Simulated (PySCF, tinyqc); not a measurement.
CIS and TDHF on RHF in the sto-6g basis, for BeH+, spin multiplicity 1, step by step. The lowest restricted solution is unstable here: a spin-polarised one lies 0.0001 hartree lower (PySCF). One step of it, computed by the program tinyqc.

Task: TDHF (RPA) singlet states. B(ia,jb) = 2 (ia|jb) - (ib|ja); the squared energies are the eigenvalues of (A - B)(A + B); 1 hartree = 27.211386 eV.

CIS matrix A, singlet (hartree), lower triangle:
```
           1>3       1>4       1>5       1>6        2>3       2>4       2>5       2>6
1>3   4.328452
1>4   0.000000  4.399326
1>5   0.000000  0.000000  4.399326
1>6  -0.070388  0.000000  0.000000  4.777312
2>3   0.015139  0.000000  0.000000  0.018290   0.197907
2>4   0.000000  0.032878  0.000000  0.000000   0.000000  0.276096
2>5   0.000000  0.000000  0.032878  0.000000   0.000000  0.000000  0.276096
2>6   0.019351  0.000000  0.000000  0.008352  -0.048472  0.000000  0.000000  0.597085
```

Two-electron integrals over orbitals (pq|rs), unique and non-zero (hartree):
```
(11|11) 2.284503    (21|11) -0.169708   (21|21) 0.021659    (22|11) 0.461200
(22|21) 0.000020    (22|22) 0.481869    (31|11) -0.177377   (31|21) 0.018101
(31|22) -0.015256   (31|31) 0.028522    (32|11) 0.065565    (32|21) -0.005841
(32|22) -0.067242   (32|31) 0.001667    (32|32) 0.050579    (33|11) 0.543022
(33|21) -0.011804   (33|22) 0.321840    (33|31) 0.003026    (33|32) 0.034254
(33|33) 0.445424    (41|41) 0.015880    (42|41) 0.013620    (42|42) 0.043868
(43|41) 0.013860    (43|42) 0.033107    (43|43) 0.050151    (44|11) 0.570109
(44|21) -0.005638   (44|22) 0.353473    (44|31) -0.005789   (44|32) 0.032084
(44|33) 0.391025    (44|44) 0.450117    (51|51) 0.015880    (52|51) 0.013620
(52|52) 0.043868    (53|51) 0.013860    (53|52) 0.033107    (53|53) 0.050151
(54|54) 0.024258    (55|11) 0.570109    (55|21) -0.005638   (55|22) 0.353473
(55|31) -0.005789   (55|32) 0.032084    (55|33) 0.391025    (55|44) 0.401601
(55|55) 0.450117    (61|11) 0.096721    (61|21) -0.015808   (61|22) -0.009275
(61|31) -0.004086   (61|32) 0.007725    (61|33) 0.016283    (61|44) 0.002212
(61|55) 0.002212    (61|61) 0.017824    (62|11) -0.137140   (62|21) 0.001895
(62|22) 0.033547    (62|31) 0.008255    (62|32) -0.052521   (62|33) -0.020163
(62|44) -0.067028   (62|55) -0.067028   (62|61) 0.003570    (62|62) 0.122252
(63|11) 0.062215    (63|21) -0.002841   (63|22) -0.056570   (63|31) 0.005512
(63|32) 0.045211    (63|33) 0.055089    (63|44) 0.028519    (63|55) 0.028519
(63|61) 0.006830    (63|62) -0.056079   (63|63) 0.061410    (64|41) -0.008032
(64|42) -0.027438   (64|43) -0.010604   (64|64) 0.023923    (65|51) -0.008032
(65|52) -0.027438   (65|53) -0.010604   (65|65) 0.023923    (66|11) 0.492926
(66|21) -0.001212   (66|22) 0.486168    (66|31) -0.013905   (66|32) -0.069389
(66|33) 0.349268    (66|44) 0.357594    (66|55) 0.357594    (66|61) -0.007196
(66|62) 0.061598    (66|63) -0.059520   (66|66) 0.524259
```

Give: TDHF matrix B, singlet; squared energies w^2; TDHF energies from the positive w^2.

Result:

TDHF matrix B, singlet (hartree), lower triangle:
```
        1>3    1>4    1>5    1>6     2>3    2>4    2>5    2>6
1>3   0.029
1>4   0.000  0.016
1>5   0.000  0.000  0.016
1>6  -0.004  0.000  0.000  0.018
2>3   0.002  0.000  0.000  0.007   0.051
2>4   0.000  0.014  0.000  0.000   0.000  0.044
2>5   0.000  0.000  0.014  0.000   0.000  0.000  0.044
2>6   0.009  0.000  0.000  0.004  -0.053  0.000  0.000  0.122
```

squared energies w^2 (hartree^2): 0.034  0.074  0.074  0.343  18.643  19.356  19.356  22.926

TDHF energies from the positive w^2 (eV): 5.040  7.410  7.410  15.934  117.492  119.717  119.717  130.291
